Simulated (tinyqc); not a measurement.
# Slope factor and drain-induced lowering from three currents

Problem. With source and body at 0 V, I = A exp((Vg + dd Vd)/(nf Vt)) (1 - exp(-Vd/Vt)). Find nf, the swing nf Vt ln 10 and dd.

Values chosen for this exercise:
- T = 300 K (temperature)

Constants: q = 1.602176634e-19 C, kB = 1.380649e-23 J/K, Vt = kB T/q. Results are converted to the units shown.

currents at (Vg, Vd) = (0, 0.05), (0, 0.8) and (0.06, 0.8) V (nA/um): [0.032502149, 0.66362002, 3.4021025]

Answer. The pair at equal Vd gives nf; the pair at equal Vg, after dividing out the factors 1 - exp(-Vd/Vt), gives dd.

nf = 1.420
swing = 84.53 mV/decade
dd = 0.1400

tinyqc, about 0.03 s, one thread, Intel Xeon 2.30GHz (shared host): `OMP_NUM_THREADS=1 python tinyqc.py 2242181 2242182 out.jsonl`
